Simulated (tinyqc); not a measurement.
# Threshold of a short bulk MOSFET: charge sharing, barrier lowering, narrow width: two studies

n-channel device on a p-type body, depletion approximation, full ionisation. Uniform doping N = Na. Vbi from Boltzmann statistics is rough for the degenerate source. Cox = eps0 eox/tox.

Inputs (values chosen for the exercise); band and dielectric values close to those of silicon:

| symbol | value | unit | meaning |
|---|---|---|---|
| T | 300 | K | temperature |
| Eg | 1.11 | eV | band gap |
| eps_r | 11.9 |  | relative permittivity |
| Nc | 2.77e19 | cm^-3 | conduction-band density of states at T |
| Nv | 2.64e19 | cm^-3 | valence-band density of states at T |
| eox | 3.9 |  | relative permittivity of the gate insulator (close to silicon dioxide) |
| tox | 2 | nm | insulator thickness |
| Na | 1.1e17 | cm^-3 | channel doping |
| Nsd | 1e20 | cm^-3 | source and drain doping |
| Vfb | -0.9 | V | flat-band voltage for the doping Na |
| xj | 23 | nm | junction depth |
| Vbs | 0 | V | body-source voltage |
| Vds | 0.5 | V | drain-source voltage |
| W | 400 | nm | gate width |
| xw | 0 |  | shape factor of the fringing depletion at the width edges |
| L | 300 | nm | channel length |

Constants: q = 1.602176634e-19 C, kB = 1.380649e-23 J/K, Vt = kB T/q, eps0 = 8.8541878128e-14 F/cm where lengths are in cm. Results are converted to the units shown.

Each table varies one quantity; the others keep the values above.

## Threshold roll-off against channel length

ni = sqrt(Nc Nv) exp(-Eg/(2 Vt)), Eg in volts; 2 pB = 2 Vt ln(N/ni); flat band Vfb - Vt ln(N/Na); Wd = sqrt(2 eps0 eps_r (2 pB - Vbs)/(q N)); body term q N Wd/Cox; long-channel VT0 = flat band + 2 pB + body term; Vbi = Vt ln(N Nsd/ni^2); scale length l = sqrt((eps_r/eox) tox Wd). Charge sharing (trapezoid; it ignores Vds): F = (xj/L)(sqrt(1 + 2 Wd/xj) - 1), lowering = body term times F. Barrier lowering: th = exp(-L/(2 l)) + 2 exp(-L/l), lowering = th [2 (Vbi - 2 pB) + Vds], DIBL = th. Narrow width: rise = body term times xw Wd/W. VT by each model = VT0 - lowering + rise. DIBL under 0.001 mV/V is printed as 0.

The same in every row: N (cm^-3) = 1.100e17; VT0 (V) = 0.02679.

Threshold roll-off against channel length:

| L (nm) | L/l | F | DIBL (mV/V) | VT, charge sharing (V) | VT, barrier lowering (V) |
|---|---|---|---|---|---|
| 78 | 3.168 | 0.6206 | 289.4 | -0.03614 | -0.2198 |
| 110 | 4.468 | 0.4401 | 130.1 | -0.01783 | -0.08406 |
| 160 | 6.498 | 0.3025 | 41.82 | -0.003887 | -0.008850 |
| 240 | 9.747 | 0.2017 | 7.762 | 0.006339 | 0.02018 |
| 340 | 13.81 | 0.1424 | 1.005 | 0.01235 | 0.02593 |
| 490 | 19.90 | 0.09879 | 0.04771 | 0.01677 | 0.02675 |
| 710 | 28.84 | 0.06818 | 0 | 0.01988 | 0.02679 |
| 1000 | 40.61 | 0.04841 | 0 | 0.02188 | 0.02679 |
| 1500 | 60.92 | 0.03227 | 0 | 0.02352 | 0.02679 |

VT by barrier lowering rises from -0.220 to 0.0268 V and VT by charge sharing rises from -0.0361 to 0.0235 V. DIBL is under 100 mV/V from L = 160 nm on among the rows (th = 0.1 at L/l = 4.92). For L = 78 F exceeds 0.5: the shares of source and drain overlap, and the trapezoid formula no longer holds. For L = 78 DIBL exceeds 250 mV/V, where the barrier formula is rough.

## Effect of the gate width

Same model as above.

Results:

| W (nm) | N (cm^-3) | VT0 (V) | L/l | F | DIBL (mV/V) | VT, charge sharing (V) | VT, barrier lowering (V) |
|---|---|---|---|---|---|---|---|
| 40 | 1.100e17 | 0.02679 | 12.18 | 0.1614 | 2.271 | 0.01043 | 0.02486 |
| 140 | 1.100e17 | 0.02679 | 12.18 | 0.1614 | 2.271 | 0.01043 | 0.02486 |
| 250 | 1.100e17 | 0.02679 | 12.18 | 0.1614 | 2.271 | 0.01043 | 0.02486 |
| 470 | 1.100e17 | 0.02679 | 12.18 | 0.1614 | 2.271 | 0.01043 | 0.02486 |
| 870 | 1.100e17 | 0.02679 | 12.18 | 0.1614 | 2.271 | 0.01043 | 0.02486 |
| 1600 | 1.100e17 | 0.02679 | 12.18 | 0.1614 | 2.271 | 0.01043 | 0.02486 |
| 3000 | 1.100e17 | 0.02679 | 12.18 | 0.1614 | 2.271 | 0.01043 | 0.02486 |

Estimate the missing row, W = 74 nm.

Computed row:

| W (nm) | N (cm^-3) | VT0 (V) | L/l | F | DIBL (mV/V) | VT, charge sharing (V) | VT, barrier lowering (V) |
|---|---|---|---|---|---|---|---|
| 74 | 1.100e17 | 0.02679 | 12.18 | 0.1614 | 2.271 | 0.01043 | 0.02486 |

With this row back in the table: As W goes from 40 to 3000, VT0 stays at 0.0268 V, DIBL stays at 2.27 mV/V, F stays at 0.161 and VT by barrier lowering stays at 0.0249 V. The width enters only through the rise xw Wd/W.

Computed by the program tinyqc: `OMP_NUM_THREADS=1 python tinyqc.py 2002021 2002022 out.jsonl`, one thread of a shared Intel Xeon 2.30GHz, about 0.01 s for the whole run.
